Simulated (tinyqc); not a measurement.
# Zero-field depth and permittivity from two fields

Problem. The apparent depth of a Coulomb trap is Et - sqrt(q F/(pi eps0 eps_r)). Find Et and eps_r.

Constants: q = 1.602176634e-19 C, eps0 = 8.8541878128e-14 F/cm where lengths are in cm. Results are converted to the units shown.

apparent depth at F = 12 and 48 kV/cm (eV): [0.56292673, 0.53585347]

Answer. The depth is linear in sqrt(F): the intercept is Et and the slope -sqrt(q/(pi eps0 eps_r)).

Et = 0.590 eV
eps_r = 9.43

Numbers from tinyqc (`OMP_NUM_THREADS=1 python tinyqc.py 2050052 2050053 out.jsonl`; about 0.01 s on one thread of a shared Intel Xeon 2.30GHz).
